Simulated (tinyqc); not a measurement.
Inside a calculation. Model: free and trapped electrons in a MOS channel with a dense trap tail.

tinyqc, about 0.02 s, one thread, Intel Xeon 2.30GHz (shared host): `OMP_NUM_THREADS=1 python tinyqc.py 2222169 2222170 out.jsonl` Printed values are rounded.

p-type body, charge-sheet picture, full ionisation (an idealisation for deep acceptors), Boltzmann statistics for free electrons. e = Ec - EF at the surface. Acceptor-like traps of density D(E) = D0 + De exp(-E/Ew) at depth E below Ec, from 0 to Eu, hold n_t = integral of D(E)/(1 + exp((e - E)/Vt)). psi = Eg - Vt ln(Nv/Na) - e; N_dep = sqrt(2 eps0 eps_r Na (psi - Vt)/q); n_f = sqrt(N_dep^2 + 2 eps0 eps_r Vt Nc exp(-e/Vt)/q) - N_dep; Vg = Vfb + psi + q (N_dep + n_t + n_f)/Cox, Cox = eps0 eox/tox.

Values chosen for this exercise; band and dielectric values close to those of silicon:
- T = 300 K (temperature)
- Eg = 1.13 eV (band gap)
- eps_r = 11.6 (relative permittivity)
- Nc = 2.76e19 cm^-3 (conduction-band density of states at T)
- Nv = 2.6e19 cm^-3 (valence-band density of states at T)
- eox = 3.9 (relative permittivity of the insulator)
- tox = 46 nm (insulator thickness)
- Na = 8.5e16 cm^-3 (acceptor density)
- Vfb = -0.87 V (flat-band voltage without trapped charge)
- D0 = 2.2e11 cm^-2 eV^-1 (constant background density of acceptor-like traps)
- De = 5.1e13 cm^-2 eV^-1 (density of the tail at the conduction edge)
- Ew = 0.07 eV (decay energy of the tail)
- Eu = 0.9 eV (depth below Ec down to which the traps reach)
- mf = 150 cm^2/(V s) (mobility of free electrons)
- e = 0.103 eV (Ec - EF at the surface)

Constants: q = 1.602176634e-19 C, kB = 1.380649e-23 J/K, Vt = kB T/q, eps0 = 8.8541878128e-14 F/cm where lengths are in cm. Results are converted to the units shown.

## Trapped charge

Trapezoid rule on 15 equal steps from 0 to Eu, f = 1/(1 + exp((e - E)/Vt)).

```
point  E (eV)  D(E) f (cm^-2 eV^-1)
0           0            9.35641e11
1        0.06            3.48316e12
2        0.12            6.19506e12
3        0.18            3.91841e12
4        0.24            1.86478e12
5         0.3            9.21501e11
6        0.36            5.17865e11
7        0.42            3.46415e11
8        0.48            2.73648e11
9        0.54            2.42767e11
10        0.6            2.29662e11
11       0.66            2.24100e11
12       0.72            2.21740e11
13       0.78            2.20738e11
14       0.84            2.20313e11
15        0.9            2.20133e11
```

n_t = 1.16748e12 cm^-2

With 1600 steps n_t = 1.174e12 cm^-2; the coarse value is 0.54 % below it.

## Charges and gate voltage

psi, N_dep, n_f and Vg as defined, with the n_t given; free share n_f/(n_f + n_t); apparent mobility mf n_f/(n_f + n_t); gate voltage spent on traps q n_t/Cox.

psi = 0.879044 V
N_dep = 9.64264e11 cm^-2
n_f = 8.45559e10 cm^-2
Vg = 4.73929 V
free share = 6.75346 %
apparent mobility = 10.1302 cm^2/(V s)
gate voltage spent on traps = 2.49176 V
